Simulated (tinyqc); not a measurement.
Inside a calculation. Model: free and trapped electrons in a MOS channel with a dense trap tail.

Computed by the program tinyqc: `OMP_NUM_THREADS=1 python tinyqc.py 2222146 2222147 out.jsonl`, one thread of a shared Intel Xeon 2.30GHz, about 0.02 s for the whole run. Printed values are rounded.

p-type body, charge-sheet picture, full ionisation (an idealisation for deep acceptors), Boltzmann statistics for free electrons. e = Ec - EF at the surface. Acceptor-like traps of density D(E) = D0 + De exp(-E/Ew) at depth E below Ec, from 0 to Eu, hold n_t = integral of D(E)/(1 + exp((e - E)/Vt)). psi = Eg - Vt ln(Nv/Na) - e; N_dep = sqrt(2 eps0 eps_r Na (psi - Vt)/q); n_f = sqrt(N_dep^2 + 2 eps0 eps_r Vt Nc exp(-e/Vt)/q) - N_dep; Vg = Vfb + psi + q (N_dep + n_t + n_f)/Cox, Cox = eps0 eox/tox.

Inputs (values chosen for the exercise); band and dielectric values close to those of silicon: temperature T = 400 K; band gap Eg = 1.1 eV; relative permittivity eps_r = 11.6; conduction-band density of states at T Nc = 4.34e19 cm^-3; valence-band density of states at T Nv = 4.03e19 cm^-3; relative permittivity of the insulator eox = 3.9; insulator thickness tox = 28 nm; acceptor density Na = 3.4e15 cm^-3; flat-band voltage without trapped charge Vfb = -0.96 V; constant background density of acceptor-like traps D0 = 7.7e10 cm^-2 eV^-1; density of the tail at the conduction edge De = 7.9e12 cm^-2 eV^-1; decay energy of the tail Ew = 0.09 eV; depth below Ec down to which the traps reach Eu = 0.97 eV; mobility of free electrons mf = 120 cm^2/(V s); Ec - EF at the surface e = 0.234 eV.

Constants: q = 1.602176634e-19 C, kB = 1.380649e-23 J/K, Vt = kB T/q, eps0 = 8.8541878128e-14 F/cm where lengths are in cm. Results are converted to the units shown.

## Trapped charge

Trapezoid rule on 13 equal steps from 0 to Eu, f = 1/(1 + exp((e - E)/Vt)).

| point | E (eV) | D(E) f (cm^-2 eV^-1) |
|---|---|---|
| 0 | 0 | 8.97595e9 |
| 1 | 0.0746154 | 3.42581e10 |
| 2 | 0.149231 | 1.24598e11 |
| 3 | 0.223846 | 3.13264e11 |
| 4 | 0.298462 | 3.15121e11 |
| 5 | 0.373077 | 1.98612e11 |
| 6 | 0.447692 | 1.31346e11 |
| 7 | 0.522308 | 1.00813e11 |
| 8 | 0.596923 | 8.74011e10 |
| 9 | 0.671538 | 8.15404e10 |
| 10 | 0.746154 | 7.89818e10 |
| 11 | 0.820769 | 7.78650e10 |
| 12 | 0.895385 | 7.73775e10 |
| 13 | 0.97 | 7.71648e10 |

n_t = 1.24179e11 cm^-2

With 1600 steps n_t = 1.242e11 cm^-2; the coarse value is 0.054 % below it.

## Charges and gate voltage

psi, N_dep, n_f and Vg as defined, with the n_t given; free share n_f/(n_f + n_t); apparent mobility mf n_f/(n_f + n_t); gate voltage spent on traps q n_t/Cox.

psi = 0.542666 V
N_dep = 1.48840e11 cm^-2
n_f = 6.03480e10 cm^-2
Vg = 0.0157547 V
free share = 32.7042 %
apparent mobility = 39.2451 cm^2/(V s)
gate voltage spent on traps = 0.161325 V
